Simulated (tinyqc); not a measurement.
Inside a calculation. Model: anisotropic wet etching of Si(100): plane rates, V-grooves, membranes and undercut. Computed by tinyqc, a small Python program that keeps every step. Command: `OMP_NUM_THREADS=1 python tinyqc.py 3027375 3027376 out.jsonl wetetch walk`. One thread of a shared host (Intel(R) Xeon(R) Processor @ 2.30GHz), about 0.01 s of CPU time with the checks. Intermediate numbers are printed to about 6 digits and carried at full precision; extremes and crossings named in words are read from the listed rows.

A long slot opens the mask on a (100) wafer. The floor etches at R100; (111) walls stand at theta = arctan(sqrt2) = 54.7356 degrees to the surface and recede at R111 along their normal.

Inputs (values chosen for the exercise, close to those used for potassium hydroxide solutions):

| quantity | value | unit |
|---|---|---|
| prefactor k0 of the (100) rate | 5e+08 | um/min |
| activation energy of (100), E | 0.591 | eV |
| ratio (100)/(111) at 80 C | 330 | - |
| extra energy of (111), dE | 0.061 | eV |
| ratio (100)/oxide at 80 C | 130 | - |
| extra energy of the oxide, dE_ox | 0.21 | eV |
| corner undercut rate over (100) rate, c | 2.2 | - |
| bath temperature T | 45 | C |
| width w (mask opening along <110>, or membrane width in the design step) | 80 | um |
| misalignment of the mask | 0.5 | degrees |
| etch time t | 3 | min |
| wafer thickness d | 525 | um |
| membrane thickness wanted | 3.7 | um |

Constants: k_B = 8.617333262e-05 eV/K.

## Rates

R100 = k0 exp(-E/(k_B T)); a ratio given at 80 C scales as exp[(extra energy/k_B)(1/T - 1/353.15 K)]; R111 and R_ox follow by division. Temperatures in kelvin are T(C) + 273.15.

R100 = 0.217273 um/min

R111 = 5.28110e-04 um/min

R_ox = 7.82296e-04 um/min

anisotropy R100/R111 = 411.416

## Shape after the time t

A misaligned edge exposes ledges and adds R100 sin(misalignment) to the lateral rate (a simple estimate): u = R111/sin(theta) + R100 sin(misalignment). Top width W = w + 2 u t; floor width b = W - 2 z/tan(theta) = W - sqrt2 z. The floor lasts until b = 0, at t_V = w/(sqrt2 R100 - 2u); depth z = R100 t before t_V and W/sqrt2 after.

lateral rate u = 0.00254284 um/min

time t_V to close the V = 264.739 min

top width W = 80.0153 um

depth z = 0.651819 um

floor width b = 79.0934 um

The floor remains; undercut per side is 0.00763 um, 1.17 % of the depth.

## Designing a membrane from the back side

Etch depth d - membrane, time = depth/R100; for a membrane as wide as w the opening must be w + sqrt2 depth - 2 u time; oxide mask consumed R_ox x time; a 1 K error changes the depth by the fraction E/(k_B T^2); a convex mask corner, such as that of a mesa, would retreat by c x depth.

time to reach the membrane = 2399.29 min

opening needed = 805.028 um

oxide consumed = 1876.95 nm

depth error per kelvin = 35.3214 um

retreat of a convex corner = 1146.86 um

The error per kelvin is 955 % of the membrane, so a timed etch cannot hold it and an etch stop is needed. The oxide loss calls for a nitride mask. A corner retreat larger than the depth shows why mesas need compensation structures. Caution: rates also depend on concentration, doping, additives and stirring, all held fixed here.

## Speed against selectivity over temperature

Each row etches to the depth d - membrane; undercut per side = (R111/sin(theta) + R100 sin(misalignment)) x time.

Etching to a fixed depth:

| T (C) | R100 (um/min) | R100/R111 | time (h) | undercut (um) | oxide consumed (nm) |
|---|---|---|---|---|---|
| 30 | 0.07478 | 459.298 | 116.189 | 5.93922 | 1284.85 |
| 40 | 0.15400 | 426.295 | 56.417 | 6.04684 | 1660.88 |
| 50 | 0.30329 | 397.494 | 28.647 | 6.15536 | 2113.12 |
| 60 | 0.57349 | 372.198 | 15.150 | 6.26452 | 2649.91 |
| 70 | 1.04488 | 349.851 | 8.315 | 6.37409 | 3279.51 |
| 80 | 1.84014 | 330.000 | 4.722 | 6.48387 | 4010.00 |
| 90 | 3.14124 | 312.279 | 2.766 | 6.59366 | 4849.19 |
| 100 | 5.21076 | 296.385 | 1.667 | 6.70330 | 5804.59 |

From 30 to 100 C the time falls by a factor 69.7, while the oxide loss grows by 4.52 and the undercut by 1.13: the slower planes and the mask have the higher activation energies, so heat costs selectivity. Misalignment gives 4.55 um of the undercut at any T.

Checks made by the program: depth against time integration (relative difference below 1e-10).
